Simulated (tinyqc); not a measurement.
# One-sided p+-n junction, ionisation integral and breakdown: effects of single changes

A p+ layer at x < 0 and an n drift layer from x = 0. Depletion approximation, built-in voltage neglected. Local ionisation coefficients alpha_n = an exp(-(bn/E)^mx), alpha_p = ap exp(-(bp/E)^mx). Electrons move towards +x, holes towards x = 0.

Inputs (values chosen for the exercise); material values close to those of germanium:
```
symbol   value        unit                                           meaning
eps_r     15.9                                         relative permittivity
an      1.54e7        1/cm  prefactor of the electron ionisation coefficient
bn      1.63e6        V/cm                      field constant for electrons
ap      9.47e6        1/cm      prefactor of the hole ionisation coefficient
bp      1.22e6        V/cm                          field constant for holes
mx           1                                                      exponent
mu        3790  cm^2/(V s)              electron mobility of the drift layer
N       2.1e14       cm^-3                  donor density of the drift layer
```

Constants: q = 1.602176634e-19 C, eps0 = 8.8541878128e-14 F/cm where lengths are in cm. Results are converted to the units shown.

Each table varies one quantity; the others keep the values above.

## Multiplication against voltage

W = sqrt(2 eps0 eps_r V/(q N)), peak field E0 = q N W/(eps0 eps_r), falling linearly to 0 at W. G(x) = integral from 0 to x of (alpha_n - alpha_p); I_n = integral of alpha_n exp(-G) (electrons injected at x = 0), I_p = integral of alpha_p exp(G(end) - G) (holes injected at the far edge); M = 1/(1 - I). Integrals on a fine grid; BV is where I_n = 1. Here BV = 517.972 V; the Miller exponent is n = ln(1 - 1/M)/ln(V/BV).

Multiplication against voltage:
```
V (V)  E0 (kV/cm)      I_n     I_p   M_n   M_p  Miller n, electrons  Miller n, holes
207          99.5  2.69e-4  0.0131  1.00  1.01                 8.96             4.73
259           111  0.00193  0.0578  1.00  1.06                 9.02             4.11
311           122  0.00870   0.168  1.01  1.20                 9.30             3.49
363           132   0.0304   0.364  1.03  1.57                 9.82             2.85
414           141   0.0927   0.610  1.10  2.57                 10.6             2.20
445           146    0.181   0.758  1.22  4.13                 11.3             1.83
477           151    0.370   0.886  1.59  8.80                 12.1             1.46
497           154    0.592   0.949  2.45  19.7                 12.7             1.26
510           156    0.816   0.983  5.44  57.3                 13.1             1.14
```

M_n rises from 1.000 to 5.44 and M_p from 1.013 to 57.3; both diverge at BV. The Miller exponent for electrons rises from 8.96 to 13.1 and that for holes falls from 4.73 to 1.14, so one exponent describes neither over the whole range. The larger multiplication belongs to holes, whose coefficient at the peak field of the last row is 8.50 times the other.

## Effect of the drift doping

Same model as above.

Specific on-resistance Ron = W/(q mu N) with constant mobility and full ionisation.

Result of one run:
```
N (cm^-3)  BV (V)  E0 at BV (kV/cm)  W at BV (um)  Ron (mohm cm^2)  BV^2/Ron (MW/cm^2)  eps0 eps_r mu E0^3/4 (MW/cm^2)
8.8e14        165               182          18.2             3.40                8.04                            8.04
```

What becomes of these results when the donor density of the drift layer N is changed from 8.8e14 to 3.4e13 cm^-3, all else the same?

Result of the changed run:
```
N (cm^-3)  BV (V)  E0 at BV (kV/cm)  W at BV (um)  Ron (mohm cm^2)  BV^2/Ron (MW/cm^2)  eps0 eps_r mu E0^3/4 (MW/cm^2)
3.4e13     2.31e3               134           345           1.67e3                3.18                            3.18
```

The whole series:
```
N (cm^-3)  BV (V)  E0 at BV (kV/cm)  W at BV (um)  Ron (mohm cm^2)  BV^2/Ron (MW/cm^2)  eps0 eps_r mu E0^3/4 (MW/cm^2)
1.8e13     3.92e3               127           619           5.66e3                2.72                            2.72
3.4e13     2.31e3               134           345           1.67e3                3.18                            3.18
6.4e13     1.37e3               141           194              498                3.75                            3.75
1.2e14        816               149           109              150                4.44                            4.44
2.4e14        465               159          58.4             40.0                5.40                            5.40
4.6e14        276               170          32.5             11.6                6.56                            6.56
8.8e14        165               182          18.2             3.40                8.04                            8.04
1.7e15       99.0               196          10.1            0.980                10.0                            10.0
```

BV falls from 3920 to 99.0 V while the critical field rises from 127 to 196 kV/cm. BV goes as N^(-0.84) between the first two rows and N^(-0.78) between the last two (a coefficient proportional to E^7 gives -0.75 without punch-through). Ron goes as BV^(2.35) over the table; the last two columns agree since BV = E0 W/2 and N = eps0 eps_r E0/(q W).

Numbers from tinyqc (`OMP_NUM_THREADS=1 python tinyqc.py 2120002 2120003 out.jsonl`; about 0.05 s on one thread of a shared Intel Xeon 2.30GHz).
